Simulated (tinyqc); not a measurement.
# Changing the temperature T

Model: thermal boundary conductance by the acoustic and diffuse mismatch models. Computed by tinyqc, a small Python program. Command: `OMP_NUM_THREADS=1 python tinyqc.py 3014472 3014473 out.jsonl kapitza sweep`. One thread of a shared host (Intel(R) Xeon(R) Processor @ 2.30GHz), about 0.01 s of CPU time with the checks.

Each side has one longitudinal and two transverse Debye branches, omega = v q up to q_D = (6 pi^2 n)^(1/3), with n counting all atoms. Scattering at the interface is elastic. Electrons are left out of G, also for metals. Melting is ignored. G refers to the temperatures of the phonons sent towards the interface. Linear branches over all atoms overstate G at high T, most for crystals with several atoms a cell.

Inputs (values chosen for the exercise, modelled on silicon carbide (side 1) and aluminium nitride (side 2)): density rho_1 = 3.14 g/cm^3; longitudinal velocity vL_1 = 12700 m/s; transverse velocity vT_1 = 7400 m/s; atom density n_1 = 96.4 1/nm^3; conductivity kappa_1 = 407 W/(m K); density rho_2 = 3.29 g/cm^3; longitudinal velocity vL_2 = 11000 m/s; transverse velocity vT_2 = 6330 m/s; atom density n_2 = 94 1/nm^3; conductivity kappa_2 = 300 W/(m K); thickness d_1 = 11 nm; thickness d_2 = 22000 nm; heat flux J = 0.28 kW/cm^2.

Structure: film on a substrate.

Constants: hbar = 1.054571817e-34 J s; k_B = 1.380649e-23 J/K.

Method:
- omega_c = v q_D for each branch, given as hbar omega_c/k_B; impedance Z = rho v.
- No mode conversion. t(theta) = 4 Z_1 Z_2 cos(theta_1) cos(theta_2)/N^2, with N = Z_2 cos(theta_1) + Z_1 cos(theta_2) for L (the form for pressure waves) and N = Z_1 cos(theta_1) + Z_2 cos(theta_2) for both T branches (the form for shear waves polarised along the interface); sin(theta_2) = (v_2/v_1) sin(theta_1), and t = 0 beyond the critical angle arcsin(v_1/v_2); the mean over the incoming flux is alpha = 2 int t sin(theta_1) cos(theta_1) d theta_1 (64 Gauss-Legendre points).
- G = (k_B^4 T^3/(8 pi^2 hbar^3)) int W(x) x^4 e^x/(e^x - 1)^2 dx, x = hbar omega/(k_B T). Acoustic mismatch: W = sum over the three branches of alpha(1 to 2)/v_1^2, each up to the lower of its two cut-offs. Diffuse mismatch: W = S_1 S_2/(S_1 + S_2), where S_i sums 1/v^2 over the branches of side i still below their cut-off. Radiation limit: W = min(S_1, S_2). The integral is split at the four cut-offs (64 Gauss-Legendre points a piece, x at most 45).
- Boundary resistance R = 1/G and Kapitza length kappa_2/G use the diffuse value.
- In series: Delta T = J (d_1/kappa_1 + R + d_2/kappa_2), with bulk conductivities in the layers and one-dimensional flow.

One run for each value; columns: (1) temperature T (K); (2) G, diffuse mismatch (MW/(m^2 K)); (3) G, acoustic mismatch (MW/(m^2 K)); (4) Kapitza length in side 2 (nm); (5) interface share of film plus interface:
```
(1)           (2)         (3)         (4)      (5)
3.0    6.7791e-03  1.1432e-02  4.4254e+07  1.00000
5.7    4.6498e-02  7.8409e-02  6.4519e+06  1.00000
11.0   3.3419e-01  5.6353e-01  8.9770e+05  0.99999
20.0   2.0086e+00  3.3871e+00  1.4936e+05  0.99995
38.0   1.3777e+01  2.3232e+01  2.1775e+04  0.99963
71.0   8.9414e+01  1.5067e+02  3.3552e+03  0.99759
130.0  4.6451e+02  7.7131e+02  6.4584e+02  0.98760
250.0  1.5022e+03  2.4264e+03  1.9971e+02  0.96098
480.0  2.6061e+03  4.1667e+03  1.1511e+02  0.93420
900.0  3.1612e+03  5.0453e+03  9.4901e+01  0.92129
```

Describe and explain the trends.

Over the rows, G, diffuse mismatch (MW/(m^2 K)) rises from 0.00678 to 3160 (exponent d ln y / d ln x 3.0 between the first rows and 0.31 between the last); G, acoustic mismatch (MW/(m^2 K)) rises from 0.0114 to 5050 (exponent d ln y / d ln x 3.0 between the first rows and 0.30 between the last); Kapitza length in side 2 (nm) falls from 4.43e7 to 94.9 (exponent d ln y / d ln x -3.0 between the first rows and -0.31 between the last). At the low end the exponent of G, diffuse mismatch is 3.00, close to 3: the T^3 law of long waves. At the low end the exponent of G, acoustic mismatch is 3.00, close to 3: the T^3 law of long waves. G follows the heat capacity of the modes that both sides share: T^3 while only long waves are excited, flat once k_B T passes the shared cut-offs. The conductivities are held fixed here.

Caution (rows 3.00, 5.70, 11.0, 20.0, 38.0, 71.0, 130): kappa_2 is of room-temperature size, so the Kapitza length is only nominal at this T. Caution (rows 3.00, 5.70, 11.0): the rise is not small against T, so constant conductivities fail; a rise of thousands of kelvin would destroy the stack. Caution (rows 3.00, 5.70, 11.0, 20.0, 38.0, 71.0, 130): the conductivities are of room-temperature size; at this T real values can differ much and free paths can be long. Caution (all rows): R from emitted-phonon temperatures is too large for use in series with Fourier layers, by up to a factor of about 2. Caution (all rows): layers this thin are often below the phonon free path, where bulk conductivities and independent interfaces no longer hold. Caution (rows 480, 900): at this temperature short waves carry the heat; linear branches up to q_D overstate their velocity, and inelastic processes, left out here, grow with T.
